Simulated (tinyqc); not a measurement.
p-i-n power rectifier, conductivity modulation at high injection: forward voltage and stored charge against the high-level lifetime.

A drift layer from x = -d to d (2 d = W) between ideal p+ and n+ emitters (no recombination in them). High injection, n = p, ambipolar diffusion with one lifetime; both mobilities scale as (T/300 K)^(-bt).

Triangular field at breakdown with Ec = Kc N^(1/8): BV = eps0 eps_r Ec^2/(2 q N), so N = (eps0 eps_r Kc^2/(2 q BV))^(4/3); W = 2 BV/Ec; mu = mud (T/300 K)^(-bt); rho = 1/(q mu N); ideal resistance rho W. Da = 2 mun mup Vt/(mun + mup), La = sqrt(Da tau), B = (mun - mup)/(mun + mup) with mun = mud (T/300 K)^(-bt), mup likewise; n(x) = (tau J/(2 q La)) [cosh(x/La)/sinh(d/La) - B sinh(x/La)/cosh(d/La)]. Ohmic drop: integral of J/(q (mun + mup) n); diffusion (Dember) drop Vt B ln(n(-d)/n(d)); both junctions together Vt ln(n(-d) n(d)/ni^2), ni = sqrt(Nc Nv) exp(-Eg/(2 Vt)), Eg in volts; V_F = the sum; stored charge q times the integral of n. Integrals on a fine grid. Peak reverse current if all stored charge left in a linear ramp without recombination (an upper bound): sqrt(2 a Q). Rows where n falls below the doping are left out.

Inputs (values chosen for the exercise); bulk values close to those of 4H silicon carbide:
- T = 300 K (temperature)
- eps_r = 9.48 (relative permittivity)
- Kc = 23000 V/cm per (cm^-3)^(1/8) (critical-field constant)
- BV = 6600 V (rated breakdown voltage of the drift layer)
- mud = 828 cm^2/(V s) (drift mobility at 300 K)
- bt = 2.3 (temperature exponent of the drift mobility)
- mup = 112 cm^2/(V s) (hole mobility at 300 K)
- Eg = 3.18 eV (band gap)
- Nc = 1.7e19 cm^-3 (conduction-band density of states at T)
- Nv = 2.5e19 cm^-3 (valence-band density of states at T)
- J = 50 A/cm^2 (forward current density)
- a = 1900 A/(cm^2 us) (ramp rate of the current at turn-off)

Constants: q = 1.602176634e-19 C, kB = 1.380649e-23 J/K, Vt = kB T/q, eps0 = 8.8541878128e-14 F/cm where lengths are in cm. Results are converted to the units shown.

The same in every row: J rho W (V) = 2.248.

Forward voltage and stored charge against the high-level lifetime:
columns A: tau (s); B: d/La; C: drift drop, ohmic and diffusion (V); D: junction drops (V); E: V_F (V); F: Q (uC/cm^2); G: sqrt(2 a Q) (A/cm^2); H: lowest n over N
```
A            B         C      D      E      F      G      H
3.9e-7   2.639    0.3499  2.841  3.190  19.50  272.2  3.262
8.2e-7   1.820    0.1390  2.867  3.005  41.00  394.7  11.53
1.7e-6   1.264   0.06597  2.898  2.964  85.00  568.3  33.72
3.6e-6  0.8686   0.03295  2.933  2.966  180.0  827.0  90.46
7.5e-6  0.6018   0.01686  2.968  2.985  375.0   1194  216.5
1.6e-5  0.4120  0.008292  3.005  3.014  800.0   1744  499.0
```

V_F goes from 3.19 through a minimum of 2.96 (at tau = 1.7e-6 among the rows listed) to 3.01 V; the drift drop falls from 0.350 to 0.00829 V and the junction drops rise from 2.84 to 3.01 V. The minimum falls at d/La = 1.3: a short lifetime starves the middle of the layer, a long one raises the edge densities and with them the junction drops. Where n exceeds a few 1e17 cm^-3, emitter and Auger recombination, left out here, lower n and change V_F.

Computed by the program tinyqc: `OMP_NUM_THREADS=1 python tinyqc.py 2230002 2230003 out.jsonl`, one thread of a shared Intel Xeon 2.30GHz, about 0.01 s for the whole run.
